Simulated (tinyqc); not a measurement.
Input admittance of a MOSFET at zero drain bias: distributed channel and distributed gate: one step of the calculation.

Source and drain grounded, strong inversion, w = 2 pi f, Cox = eps0 eox/tox. The channel is an RC line of resistance 1/(mu Cox Vo) per square fed from both ends, so one finger has the intrinsic admittance y = i w Cox L tanh(g)/g per width, g = (1/2) sqrt(i w tau), tau = L^2/(mu Vo). The vertical resistance rv/L is in series with y, the overlaps 2 i w Cov in parallel: y_t = 1/(1/y + rv/L) + 2 i w Cov. The gate strip is a line of Rsh/L per length loaded by y_t, so a finger has Y = y_t Wf tanh(k)/k, k = (Wf/sd) sqrt(y_t Rsh/L); the device has Nf Y.

Problem. Input impedance of the device. k and Y as defined; Z = 1/(Nf Y) = R + 1/(i w C); Q = |Im Z|/R; signal at the point farthest from a contact |1/cosh k|.

Values chosen for this exercise; values of the order met in silicon radio-frequency transistors: channel length L = 1.1 um; finger width Wf = 5.1 um; number of fingers Nf = 16; sheet resistance of the gate Rsh = 14 ohm/square; number of ends at which a finger is contacted sd = 1; frequency f = 0.79 GHz.

y_t = 2.632031+24.896421i uS/um

Give: k; Nf Y; R; C; Q; signal at the far point.

Solution.

k = 0.06767+0.06089i
Nf Y = 0.220+2.030i mS
R = 52.82 ohm
C = 413.9 fF
Q = 9.217
signal at the far point = 0.9996

tinyqc, about 0.01 s, one thread, Intel Xeon 2.30GHz (shared host): `OMP_NUM_THREADS=1 python tinyqc.py 2262231 2262232 out.jsonl`
